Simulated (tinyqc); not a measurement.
# Front-illuminated p-i-n photodiode, quantum efficiency and bandwidth: what changes with what

Light enters through a p layer (0 to xp), a depleted layer (xp to xp + wi) and a thick n substrate, decaying as exp(-al x); one pass, no back reflection. Carriers made in the depleted layer are all collected; those in the neutral layers diffuse.

Parameters, values chosen for the exercise; values close to those of In0.53Ga0.47As at this wavelength:

| symbol | value | unit | meaning |
|---|---|---|---|
| lam | 1310 | nm | wavelength |
| al | 11400 | 1/cm | absorption coefficient |
| Rf | 0.3 |  | reflectance of the front face |
| eps_r | 14.3 |  | relative permittivity |
| xp | 0.99 | um | thickness of the front p layer |
| wi | 0.5 | um | thickness of the depleted layer |
| Dn | 71 | cm^2/s | electron diffusion coefficient in the p layer |
| Ln | 5.6 | um | electron diffusion length in the p layer |
| S | 700 | cm/s | recombination velocity of the front surface |
| Lp | 3.1 | um | hole diffusion length in the thick n substrate |
| ve | 6.95e6 | cm/s | electron drift velocity |
| vh | 5.1e6 | cm/s | hole drift velocity |
| dia | 100 | um | diameter |
| RL | 50 | ohm | load resistance |
| Cp | 30 | fF | parasitic capacitance |

Constants: q = 1.602176634e-19 C, h = 6.62607015e-34 J s, c = 299792458 m/s, eps0 = 8.8541878128e-14 F/cm where lengths are in cm. Results are converted to the units shown.

Each table varies one quantity; the others keep the values above.

## Efficiency and bandwidth against the thickness of the depleted layer

k = al Ln, s = S Ln/Dn, e = exp(-al xp); front layer f1 = (k/(k^2 - 1)) {[s + k - e (s cosh(xp/Ln) + sinh(xp/Ln))]/[s sinh(xp/Ln) + cosh(xp/Ln)] - k e}; depleted layer f2 = e (1 - exp(-al wi)); substrate f3 = e exp(-al wi) al Lp/(1 + al Lp); external efficiency (1 - Rf)(f1 + f2 + f3); responsivity = efficiency q lam/(h c). Drift response for pairs made in the depleted layer, a = al wi, g = 1 - exp(-a), u = 2 pi i f, te = wi/ve, th = wi/vh: electrons He = [g - a (exp(-a) - exp(-u te))/(u te - a)]/(u te g), holes Hh = [g - a (1 - exp(-a - u th))/(a + u th)]/(u th g); C = eps0 eps_r pi (dia/2)^2/wi + Cp; total |He + Hh|/sqrt(1 + (2 pi f RL C)^2), for the current of the depleted layer alone. Limits are the frequencies at which each factor falls to 1/sqrt(2); inverse-square sum (f_transit^-2 + f_RC^-2)^(-1/2); the diffusion currents f1 and f3 are left out of the bandwidth.

Efficiency and bandwidth against the thickness of the depleted layer:
```
wi (um),f2,f1 + f3,responsivity (A/W),transit limit (GHz),RC limit (GHz),3 dB bandwidth (GHz),inverse-square sum (GHz),bandwidth x (1 - Rf) f2 (GHz)
0.062,0.02207,0.9032,0.6843,516.9,0.1981,0.1981,0.1981,0.003061
0.11,0.03812,0.8907,0.6869,292.2,0.3509,0.3509,0.3509,0.009366
0.18,0.06001,0.8736,0.6905,179.4,0.5731,0.5731,0.5731,0.02407
0.3,0.09370,0.8474,0.6960,108.4,0.9517,0.9516,0.9516,0.06242
0.5,0.1405,0.8108,0.7037,65.81,1.577,1.576,1.576,0.1551
0.84,0.1993,0.7650,0.7132,39.86,2.622,2.615,2.617,0.3648
1.4,0.2579,0.7194,0.7228,24.43,4.300,4.212,4.235,0.7605
2.4,0.3025,0.6846,0.7301,14.49,7.164,6.258,6.421,1.325
4,0.3201,0.6709,0.7329,8.602,11.43,6.630,6.872,1.485
```

Read the table: what changes, and by how much?

As wi goes from 0.062 to 4, the responsivity rises from 0.684 to 0.733 A/W and the bandwidth rises from 0.198 to 6.63 GHz. The RC limit is the lower one for wi = 0.062, 0.11, 0.18, 0.3, 0.5, 0.84, 1.4, 2.4, the transit limit elsewhere. Adding inverse squares of the two limits is within 3.7 % of the full result. The product of bandwidth and fast efficiency rises from 0.00306 to 1.49 GHz. In every row the diffusion currents exceed 0.3 of the drift current; their own response times, left out, may then shape the whole response.

## Efficiency and bandwidth against the diameter

Same model as above.

The same in every row: f2 = 0.1405; f1 + f3 = 0.8108; responsivity (A/W) = 0.7037; transit limit (GHz) = 65.81.

Efficiency and bandwidth against the diameter:
```
dia (um),RC limit (GHz),3 dB bandwidth (GHz),inverse-square sum (GHz),bandwidth x (1 - Rf) f2 (GHz)
5,91.02,51.15,53.33,5.033
10,63.80,43.81,45.81,4.310
20,29.05,25.93,26.58,2.551
50,6.038,6.003,6.012,0.5906
100,1.577,1.576,1.576,0.1551
200,0.3986,0.3986,0.3986,0.03922
500,0.06398,0.06398,0.06398,0.006294
1000,0.01600,0.01600,0.01600,0.001574
```

As dia goes from 5 to 1000, the responsivity stays at 0.704 A/W and the bandwidth falls from 51.2 to 0.0160 GHz. The RC limit is the lower one for dia = 10, 20, 50, 100, 200, 500, 1000, the transit limit elsewhere. Adding inverse squares of the two limits is within 4.6 % of the full result. In every row the diffusion currents exceed 0.3 of the drift current; their own response times, left out, may then shape the whole response.

Program tinyqc, `OMP_NUM_THREADS=1 python tinyqc.py 2250002 2250003 out.jsonl`; Intel Xeon 2.30GHz, shared host, one thread, about 0.01 s.
